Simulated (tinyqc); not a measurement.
RKS/BLYP in the sto-6g basis, for BeH2, spin multiplicity 1, step by step (part 1 of 2). Computed by tinyqc, a small Python program that keeps every step (integrals from PySCF). Settings: charge = 0, multiplicity = 1, basis = sto-6g, energy threshold = 1e-10, iteration cap = 88, orthogonalisation = canonical, start = highest core orbitals, DIIS depth = 3, method = RKS, functional = blyp, grid = [40, 86]. Command: `OMP_NUM_THREADS=1 python tinyqc.py 23150 23151 out.jsonl` (the two numbers bound the seeds that draw the settings). One thread of a shared host (Intel(R) Xeon(R) Processor @ 2.60GHz), about 1 s of CPU time with the checks. Later iterations appear only in the table of the cycle.

## One-electron integrals

Geometry (angstrom):
```
atom         x          y         z
Be    0.000000   0.000000  0.000000
H     0.000000   1.831000  0.000000
H     0.000000  -1.930000  0.000000
```

Basis sto-6g: exponents (1/bohr^2) and contraction coefficients of normalised primitives:
```
element  l (shell)    exponent  coefficient
Be           s (1)  312.870494     0.009164
Be           s (1)   57.364463     0.049361
Be           s (1)   16.048509     0.168538
Be           s (1)    5.513096     0.370563
Be           s (1)    2.140897     0.416492
Be           s (1)    0.881739     0.130334
Be           s (2)   13.633247    -0.013253
Be           s (2)    2.698375    -0.046992
Be           s (2)    0.838653    -0.033785
Be           s (2)    0.322660     0.250242
Be           s (2)    0.140131     0.595117
Be           s (2)    0.064233     0.240706
Be           p (3)   13.633247     0.003760
Be           p (3)    2.698375     0.037679
Be           p (3)    0.838653     0.173897
Be           p (3)    0.322660     0.418036
Be           p (3)    0.140131     0.425860
Be           p (3)    0.064233     0.101708
H            s (1)   35.523221     0.009164
H            s (1)    6.513144     0.049361
H            s (1)    1.822143     0.168538
H            s (1)    0.625955     0.370563
H            s (1)    0.243077     0.416492
H            s (1)    0.100112     0.130334
```

Overlap, kinetic and nuclear-attraction integrals over the contracted functions; the nuclear repulsion is the sum of Za Zb / Rab.

nuclear repulsion = 2.39348132 hartree

overlap S, order 1Be 1s, 1Be 2s, 1Be 2px, 1Be 2py, 1Be 2pz, 2H 1s, 3H 1s:
$$\begin{pmatrix}
1.000000 & 0.254764 & 0.000000 & 0.000000 & 0.000000 & 0.023943 & 0.019102 \\
0.254764 & 1.000000 & 0.000000 & 0.000000 & 0.000000 & 0.283100 & 0.253459 \\
0.000000 & 0.000000 & 1.000000 & 0.000000 & 0.000000 & 0.000000 & 0.000000 \\
0.000000 & 0.000000 & 0.000000 & 1.000000 & 0.000000 & 0.365371 & -0.332901 \\
0.000000 & 0.000000 & 0.000000 & 0.000000 & 1.000000 & 0.000000 & 0.000000 \\
0.023943 & 0.283100 & 0.000000 & 0.365371 & 0.000000 & 1.000000 & 0.005213 \\
0.019102 & 0.253459 & 0.000000 & -0.332901 & 0.000000 & 0.005213 & 1.000000
\end{pmatrix}$$

kinetic energy T (hartree), order 1Be 1s, 1Be 2s, 1Be 2px, 1Be 2py, 1Be 2pz, 2H 1s, 3H 1s:
$$\begin{pmatrix}
6.768753 & -0.207382 & 0.000000 & 0.000000 & 0.000000 & -0.008666 & -0.007402 \\
-0.207382 & 0.220121 & 0.000000 & 0.000000 & 0.000000 & 0.015268 & 0.009096 \\
0.000000 & 0.000000 & 0.661265 & 0.000000 & 0.000000 & 0.000000 & 0.000000 \\
0.000000 & 0.000000 & 0.000000 & 0.661265 & 0.000000 & 0.069361 & -0.053453 \\
0.000000 & 0.000000 & 0.000000 & 0.000000 & 0.661265 & 0.000000 & 0.000000 \\
-0.008666 & 0.015268 & 0.000000 & 0.069361 & 0.000000 & 0.768522 & -0.001862 \\
-0.007402 & 0.009096 & 0.000000 & -0.053453 & 0.000000 & -0.001862 & 0.768522
\end{pmatrix}$$

nuclear attraction V (hartree), order 1Be 1s, 1Be 2s, 1Be 2px, 1Be 2py, 1Be 2pz, 2H 1s, 3H 1s:
$$\begin{pmatrix}
-15.277986 & -1.794215 & 0.000000 & -0.001015 & 0.000000 & -0.181153 & -0.143907 \\
-1.794215 & -2.855768 & 0.000000 & -0.008054 & 0.000000 & -0.697022 & -0.606083 \\
0.000000 & 0.000000 & -2.813216 & 0.000000 & 0.000000 & 0.000000 & 0.000000 \\
-0.001015 & -0.008054 & 0.000000 & -2.940557 & 0.000000 & -0.879697 & 0.777490 \\
0.000000 & 0.000000 & 0.000000 & 0.000000 & -2.813216 & 0.000000 & 0.000000 \\
-0.181153 & -0.697022 & 0.000000 & -0.879697 & 0.000000 & -2.535157 & -0.014300 \\
-0.143907 & -0.606083 & 0.000000 & 0.777490 & 0.000000 & -0.014300 & -2.476289
\end{pmatrix}$$

core Hamiltonian H = T + V (hartree), order 1Be 1s, 1Be 2s, 1Be 2px, 1Be 2py, 1Be 2pz, 2H 1s, 3H 1s:
$$\begin{pmatrix}
-8.509233 & -2.001598 & 0.000000 & -0.001015 & 0.000000 & -0.189819 & -0.151309 \\
-2.001598 & -2.635647 & 0.000000 & -0.008054 & 0.000000 & -0.681755 & -0.596988 \\
0.000000 & 0.000000 & -2.151950 & 0.000000 & 0.000000 & 0.000000 & 0.000000 \\
-0.001015 & -0.008054 & 0.000000 & -2.279292 & 0.000000 & -0.810337 & 0.724037 \\
0.000000 & 0.000000 & 0.000000 & 0.000000 & -2.151950 & 0.000000 & 0.000000 \\
-0.189819 & -0.681755 & 0.000000 & -0.810337 & 0.000000 & -1.766635 & -0.016162 \\
-0.151309 & -0.596988 & 0.000000 & 0.724037 & 0.000000 & -0.016162 & -1.707767
\end{pmatrix}$$

## Two-electron integrals

Functions are numbered as in S; the eight-fold symmetry (ij|kl) = (ji|kl) = (kl|ij) leaves the list below.

Two-electron integrals (ij|kl) in chemists' order, unique and non-zero (hartree):
```
(11|11) 2.299996    (21|11) 0.361879    (21|21) 0.071926    (22|11) 0.570332
(22|21) 0.139654    (22|22) 0.417773    (31|31) 0.015252    (32|31) 0.022555
(32|32) 0.092340    (33|11) 0.570332    (33|21) 0.139654    (33|22) 0.417773
(33|33) 0.450117    (41|41) 0.015252    (42|41) 0.022555    (42|42) 0.092340
(43|43) 0.024258    (44|11) 0.570332    (44|21) 0.139654    (44|22) 0.417773
(44|33) 0.401601    (44|44) 0.450117    (51|51) 0.015252    (52|51) 0.022555
(52|52) 0.092340    (53|53) 0.024258    (54|54) 0.024258    (55|11) 0.570332
(55|21) 0.139654    (55|22) 0.417773    (55|33) 0.401601    (55|44) 0.401601
(55|55) 0.450117    (61|11) 0.034455    (61|21) 0.006675    (61|22) 0.013000
(61|33) 0.012893    (61|41) 0.000668    (61|42) 0.001324    (61|44) 0.013216
(61|55) 0.012893    (61|61) 0.000656    (62|11) 0.114775    (62|21) 0.028741
(62|22) 0.097768    (62|33) 0.093768    (62|41) 0.003889    (62|42) 0.025712
(62|44) 0.105768    (62|55) 0.093768    (62|61) 0.002985    (62|62) 0.039138
(63|31) 0.002309    (63|32) 0.011517    (63|43) 0.004063    (63|63) 0.002901
(64|11) 0.135080    (64|21) 0.034155    (64|22) 0.120761    (64|33) 0.113827
(64|41) 0.006178    (64|42) 0.039819    (64|44) 0.134629    (64|55) 0.113827
(64|61) 0.003675    (64|62) 0.054332    (64|64) 0.076858    (65|51) 0.002309
(65|52) 0.011517    (65|54) 0.004063    (65|65) 0.002901    (66|11) 0.288663
(66|21) 0.073476    (66|22) 0.279571    (66|33) 0.261237    (66|41) 0.009985
(66|42) 0.088818    (66|44) 0.316240    (66|55) 0.261237    (66|61) 0.007748
(66|62) 0.152172    (66|64) 0.221846    (66|66) 0.774999    (71|11) 0.027406
(71|21) 0.005314    (71|22) 0.010365    (71|33) 0.010279    (71|41) -0.000533
(71|42) -0.001061   (71|44) 0.010537    (71|55) 0.010279    (71|61) 0.000471
(71|62) 0.001961    (71|64) 0.002269    (71|66) 0.005020    (71|71) 0.000416
(72|11) 0.099102    (72|21) 0.024850    (72|22) 0.085345    (72|33) 0.081823
(72|41) -0.003323   (72|42) -0.022536   (72|44) 0.092390    (72|55) 0.081823
(72|61) 0.002129    (72|62) 0.015442    (72|64) 0.017973    (72|66) 0.043635
(72|71) 0.002059    (72|72) 0.030959    (73|31) 0.001905    (73|32) 0.009709
(73|43) -0.003479   (73|63) 0.000775    (73|73) 0.002177    (74|11) -0.118861
(74|21) -0.030075   (74|22) -0.107194   (74|33) -0.101113   (74|41) 0.005265
(74|42) 0.034885    (74|44) -0.119357   (74|55) -0.101113   (74|61) -0.002516
(74|62) -0.018365   (74|64) -0.021101   (74|66) -0.052167   (74|71) -0.002575
(74|72) -0.043577   (74|74) 0.062364    (75|51) 0.001905    (75|52) 0.009709
(75|54) -0.003479   (75|65) 0.000775    (75|75) 0.002177    (76|11) 0.002652
(76|21) 0.000649    (76|22) 0.002031    (76|33) 0.001989    (76|41) -1.60e-06
(76|42) -0.000014   (76|44) 0.002114    (76|55) 0.001989    (76|61) 0.000061
(76|62) 0.000517    (76|64) 0.000658    (76|66) 0.001620    (76|71) 0.000049
(76|72) 0.000466    (76|74) -0.000605   (76|76) 0.000010    (77|11) 0.273969
(77|21) 0.069756    (77|22) 0.267299    (77|33) 0.250478    (77|41) -0.009032
(77|42) -0.082687   (77|44) 0.300940    (77|55) 0.250478    (77|61) 0.006002
(77|62) 0.048128    (77|64) 0.056422    (77|66) 0.140701    (77|71) 0.005841
(77|72) 0.133991    (77|74) -0.197606   (77|76) 0.001620    (77|77) 0.774999
```

## Orthogonalisation

S = U s U^T; canonical form X = U s^(-1/2), so that X^T S X = 1. Each column of U has its largest component positive (the first on a tie).

eigenvalues of S: [0.497329, 0.564562, 0.973598, 1.000000, 1.000000, 1.459535, 1.504975]

X, order 1Be 1s, 1Be 2s, 1Be 2px, 1Be 2py, 1Be 2pz, 2H 1s, 3H 1s:
$$\begin{pmatrix}
-0.133114 & -0.484622 & 0.840877 & 0.000000 & 0.000000 & 0.290604 & 0.176589 \\
0.307136 & 0.912631 & -0.020032 & 0.000000 & 0.000000 & 0.480194 & 0.311387 \\
0.000000 & 0.000000 & 0.000000 & 0.904861 & -0.425708 & 0.000000 & 0.000000 \\
0.953749 & -0.281842 & -0.006120 & 0.000000 & 0.000000 & -0.323350 & 0.482334 \\
0.000000 & 0.000000 & 0.000000 & 0.425708 & 0.904861 & 0.000000 & 0.000000 \\
-0.864968 & -0.321571 & -0.380511 & 0.000000 & 0.000000 & 0.059683 & 0.530389 \\
0.490798 & -0.721587 & -0.418110 & 0.000000 & 0.000000 & 0.511855 & -0.149527
\end{pmatrix}$$

Within a degenerate level the vectors are fixed only up to a rotation; this is one choice.

## Starting guess

The start is the highest orbitals of the core Hamiltonian (a deliberately bad start); D = 2 C_occ C_occ^T.

D at the start, order 1Be 1s, 1Be 2s, 1Be 2px, 1Be 2py, 1Be 2pz, 2H 1s, 3H 1s:
$$\begin{pmatrix}
0.008179 & -0.052307 & 0.000000 & -0.009280 & 0.000000 & 0.105869 & 0.089337 \\
-0.052307 & 0.334658 & 0.000000 & 0.067574 & 0.000000 & -0.689823 & -0.557190 \\
0.000000 & 0.000000 & 0.962554 & 0.000000 & 0.999299 & 0.000000 & 0.000000 \\
-0.009280 & 0.067574 & 0.000000 & 0.503486 & 0.000000 & -0.884909 & 0.746228 \\
0.000000 & 0.000000 & 0.999299 & 0.000000 & 1.037446 & 0.000000 & 0.000000 \\
0.105869 & -0.689823 & 0.000000 & -0.884909 & 0.000000 & 2.556874 & -0.158613 \\
0.089337 & -0.557190 & 0.000000 & 0.746228 & 0.000000 & -0.158613 & 2.433135
\end{pmatrix}$$

## Iteration 1: exchange-correlation on the grid

Becke grid with 40 radial and 86 angular points per atom, points of zero weight dropped. rho = sum D_ij phi_i phi_j; V_xc,ij = sum w v_xc phi_i phi_j plus the gradient terms; v_xc is d(rho eps)/d rho at fixed gradient.

The 8 grid points with the largest w rho, of 10278 (bohr, atomic units):
```
x                  y          z         w       rho  |grad rho|^2     eps_xc       v_xc
-1.408103   0.383408  -1.408103  0.175026  0.049869      0.004396  -0.318752  -0.384389
1.408103    0.383408   1.408103  0.175026  0.049869      0.004396  -0.318752  -0.384389
-1.408103  -0.383408  -1.408103  0.175042  0.049478      0.004337  -0.318048  -0.383374
1.408103   -0.383408   1.408103  0.175042  0.049478      0.004337  -0.318048  -0.383374
-1.616483   0.440147  -1.616483  0.254938  0.032955      0.002262  -0.285048  -0.334414
1.616483    0.440147   1.616483  0.254938  0.032955      0.002262  -0.285048  -0.334414
-1.616483  -0.440147  -1.616483  0.254990  0.032705      0.002230  -0.284447  -0.333574
1.616483   -0.440147   1.616483  0.254990  0.032705      0.002230  -0.284447  -0.333574
```

electrons on the grid, sum of w rho = 6.000313

E_xc = sum of w rho eps_xc = -2.27397878 hartree

V_xc (hartree), order 1Be 1s, 1Be 2s, 1Be 2px, 1Be 2py, 1Be 2pz, 2H 1s, 3H 1s:
$$\begin{pmatrix}
-0.436037 & -0.104893 & 0.000000 & -0.000752 & 0.000000 & -0.009509 & -0.007509 \\
-0.104893 & -0.290205 & 0.000000 & -0.003973 & 0.000000 & -0.094838 & -0.082839 \\
0.000000 & 0.000000 & -0.292540 & 0.000000 & -0.054964 & 0.000000 & 0.000000 \\
-0.000752 & -0.003973 & 0.000000 & -0.280865 & 0.000000 & -0.130183 & 0.115241 \\
0.000000 & 0.000000 & -0.054964 & 0.000000 & -0.297163 & 0.000000 & 0.000000 \\
-0.009509 & -0.094838 & 0.000000 & -0.130183 & 0.000000 & -0.520645 & -0.001583 \\
-0.007509 & -0.082839 & 0.000000 & 0.115241 & 0.000000 & -0.001583 & -0.520908
\end{pmatrix}$$

## Iteration 1: building the Kohn-Sham matrix

J_ij = sum D_kl (ij|kl); F = H + J + V_xc; E = tr D H + tr D J / 2 + E_xc + E_nn.

Coulomb J (hartree), order 1Be 1s, 1Be 2s, 1Be 2px, 1Be 2py, 1Be 2pz, 2H 1s, 3H 1s:
$$\begin{pmatrix}
2.330419 & 0.578867 & 0.000000 & 0.001627 & 0.000000 & 0.054408 & 0.043215 \\
0.578867 & 1.941219 & 0.000000 & 0.009297 & 0.000000 & 0.587075 & 0.519560 \\
0.000000 & 0.000000 & 1.890390 & 0.000000 & 0.048482 & 0.000000 & 0.000000 \\
0.001627 & 0.009297 & 0.000000 & 2.039237 & 0.000000 & 0.781635 & -0.702071 \\
0.000000 & 0.000000 & 0.048482 & 0.000000 & 1.894024 & 0.000000 & 0.000000 \\
0.054408 & 0.587075 & 0.000000 & 0.781635 & 0.000000 & 2.378636 & 0.010476 \\
0.043215 & 0.519560 & 0.000000 & -0.702071 & 0.000000 & 0.010476 & 2.362604
\end{pmatrix}$$

Kohn-Sham matrix F (hartree), order 1Be 1s, 1Be 2s, 1Be 2px, 1Be 2py, 1Be 2pz, 2H 1s, 3H 1s:
$$\begin{pmatrix}
-6.614851 & -1.527624 & 0.000000 & -0.000140 & 0.000000 & -0.144919 & -0.115603 \\
-1.527624 & -0.984633 & 0.000000 & -0.002730 & 0.000000 & -0.189517 & -0.160266 \\
0.000000 & 0.000000 & -0.554100 & 0.000000 & -0.006482 & 0.000000 & 0.000000 \\
-0.000140 & -0.002730 & 0.000000 & -0.520920 & 0.000000 & -0.158885 & 0.137206 \\
0.000000 & 0.000000 & -0.006482 & 0.000000 & -0.555089 & 0.000000 & 0.000000 \\
-0.144919 & -0.189517 & 0.000000 & -0.158885 & 0.000000 & 0.091355 & -0.007269 \\
-0.115603 & -0.160266 & 0.000000 & 0.137206 & 0.000000 & -0.007269 & 0.133928
\end{pmatrix}$$

total energy of this density = -3.91721712 hartree

## Iteration 1: diagonalisation and new density

Diagonalise F' = X^T F X, C = X C', fill 3 alpha and 3 beta electrons from the bottom; D = 2 C_occ C_occ^T. Each column has its largest component positive (the first on a tie).

F' = X^T F X (hartree):
$$\begin{pmatrix}
-0.029102 & -0.199137 & 0.438809 & 0.000000 & 0.000000 & 0.296494 & -0.231734 \\
-0.199137 & -0.763265 & 1.756236 & 0.000000 & 0.000000 & 0.423046 & 0.385182 \\
0.438809 & 1.756236 & -4.423402 & 0.000000 & 0.000000 & -2.204680 & -1.362875 \\
0.000000 & 0.000000 & 0.000000 & -0.559273 & -0.004514 & 0.000000 & 0.000000 \\
0.000000 & 0.000000 & 0.000000 & -0.004514 & -0.549916 & 0.000000 & 0.000000 \\
0.296494 & 0.423046 & -2.204680 & 0.000000 & 0.000000 & -1.398989 & -0.714785 \\
-0.231734 & 0.385182 & -1.362875 & 0.000000 & 0.000000 & -0.714785 & -0.731738
\end{pmatrix}$$

orbital energies (hartree): MO1 -6.619700, MO2 -0.678325, MO3 -0.561095, MO4 -0.548094, MO5 -0.524738, MO6 0.205385, MO7 0.270881

coefficients C, order 1Be 1s, 1Be 2s, 1Be 2px, 1Be 2py, 1Be 2pz, 2H 1s, 3H 1s:
$$\begin{pmatrix}
1.007407 & -0.239471 & 0.000000 & 0.000000 & 0.004045 & 0.055215 & 0.002244 \\
-0.031634 & 1.056977 & 0.000000 & 0.000000 & -0.016981 & -0.369678 & -0.005081 \\
0.000000 & 0.000000 & 0.679663 & 0.733524 & 0.000000 & 0.000000 & 0.000000 \\
-0.000412 & 0.019604 & 0.000000 & 0.000000 & 1.037053 & -0.081534 & 0.493761 \\
0.000000 & 0.000000 & 0.733524 & -0.679663 & 0.000000 & 0.000000 & 0.000000 \\
0.006020 & -0.045969 & 0.000000 & 0.000000 & -0.055106 & 0.848432 & -0.745799 \\
0.005340 & -0.043509 & 0.000000 & 0.000000 & 0.058577 & 0.672493 & 0.873580
\end{pmatrix}$$

D after iteration 1, order 1Be 1s, 1Be 2s, 1Be 2px, 1Be 2py, 1Be 2pz, 2H 1s, 3H 1s:
$$\begin{pmatrix}
2.144432 & -0.569968 & 0.000000 & -0.010220 & 0.000000 & 0.034145 & 0.031597 \\
-0.569968 & 2.236402 & 0.000000 & 0.041469 & 0.000000 & -0.097557 & -0.092315 \\
0.000000 & 0.000000 & 0.923884 & 0.000000 & 0.997099 & 0.000000 & 0.000000 \\
-0.010220 & 0.041469 & 0.000000 & 0.000769 & 0.000000 & -0.001807 & -0.001710 \\
0.000000 & 0.000000 & 0.997099 & 0.000000 & 1.076116 & 0.000000 & 0.000000 \\
0.034145 & -0.097557 & 0.000000 & -0.001807 & 0.000000 & 0.004299 & 0.004064 \\
0.031597 & -0.092315 & 0.000000 & -0.001710 & 0.000000 & 0.004064 & 0.003843
\end{pmatrix}$$

## Iteration 2: exchange-correlation on the grid

As before.

The 8 grid points with the largest w rho, of 10278 (bohr, atomic units):
```
x                  y          z         w       rho  |grad rho|^2     eps_xc       v_xc
-1.408103   0.383408  -1.408103  0.175026  0.066018      0.007509  -0.345849  -0.421850
1.408103    0.383408   1.408103  0.175026  0.066018      0.007509  -0.345849  -0.421850
-1.408103  -0.383408  -1.408103  0.175042  0.065592      0.007433  -0.345223  -0.420928
1.408103   -0.383408   1.408103  0.175042  0.065592      0.007433  -0.345223  -0.420928
-1.616483   0.440147  -1.616483  0.254938  0.043748      0.003946  -0.309059  -0.367112
1.616483    0.440147   1.616483  0.254938  0.043748      0.003946  -0.309059  -0.367112
-1.616483  -0.440147  -1.616483  0.254990  0.043466      0.003902  -0.308509  -0.366321
1.616483   -0.440147   1.616483  0.254990  0.043466      0.003902  -0.308509  -0.366321
```

electrons on the grid, sum of w rho = 6.000020

E_xc = sum of w rho eps_xc = -3.60076110 hartree

V_xc (hartree), order 1Be 1s, 1Be 2s, 1Be 2px, 1Be 2py, 1Be 2pz, 2H 1s, 3H 1s:
$$\begin{pmatrix}
-1.519658 & -0.201338 & 0.000000 & -0.000364 & 0.000000 & -0.019765 & -0.015672 \\
-0.201338 & -0.352493 & 0.000000 & -0.002350 & 0.000000 & -0.065361 & -0.054646 \\
0.000000 & 0.000000 & -0.362885 & 0.000000 & -0.035461 & 0.000000 & 0.000000 \\
-0.000364 & -0.002350 & 0.000000 & -0.326252 & 0.000000 & -0.073382 & 0.061882 \\
0.000000 & 0.000000 & -0.035461 & 0.000000 & -0.368378 & 0.000000 & 0.000000 \\
-0.019765 & -0.065361 & 0.000000 & -0.073382 & 0.000000 & -0.127291 & -0.001589 \\
-0.015672 & -0.054646 & 0.000000 & 0.061882 & 0.000000 & -0.001589 & -0.107959
\end{pmatrix}$$

## Iteration 2: building the Kohn-Sham matrix

As before.

Coulomb J (hartree), order 1Be 1s, 1Be 2s, 1Be 2px, 1Be 2py, 1Be 2pz, 2H 1s, 3H 1s:
$$\begin{pmatrix}
6.901887 & 1.276936 & 0.000000 & 0.001394 & 0.000000 & 0.120394 & 0.095723 \\
1.276936 & 2.802903 & 0.000000 & 0.006165 & 0.000000 & 0.612235 & 0.529308 \\
0.000000 & 0.000000 & 2.816649 & 0.000000 & 0.048375 & 0.000000 & 0.000000 \\
0.001394 & 0.006165 & 0.000000 & 2.768028 & 0.000000 & 0.739183 & -0.649700 \\
0.000000 & 0.000000 & 0.048375 & 0.000000 & 2.824034 & 0.000000 & 0.000000 \\
0.120394 & 0.612235 & 0.000000 & 0.739183 & 0.000000 & 1.656734 & 0.013301 \\
0.095723 & 0.529308 & 0.000000 & -0.649700 & 0.000000 & 0.013301 & 1.571009
\end{pmatrix}$$

Kohn-Sham matrix F (hartree), order 1Be 1s, 1Be 2s, 1Be 2px, 1Be 2py, 1Be 2pz, 2H 1s, 3H 1s:
$$\begin{pmatrix}
-3.127004 & -0.926000 & 0.000000 & 0.000014 & 0.000000 & -0.089190 & -0.071258 \\
-0.926000 & -0.185237 & 0.000000 & -0.004238 & 0.000000 & -0.134881 & -0.122326 \\
0.000000 & 0.000000 & 0.301813 & 0.000000 & 0.012914 & 0.000000 & 0.000000 \\
0.000014 & -0.004238 & 0.000000 & 0.162484 & 0.000000 & -0.144535 & 0.136219 \\
0.000000 & 0.000000 & 0.012914 & 0.000000 & 0.303706 & 0.000000 & 0.000000 \\
-0.089190 & -0.134881 & 0.000000 & -0.144535 & 0.000000 & -0.237192 & -0.004450 \\
-0.071258 & -0.122326 & 0.000000 & 0.136219 & 0.000000 & -0.004450 & -0.244718
\end{pmatrix}$$

total energy of this density = -14.58502090 hartree
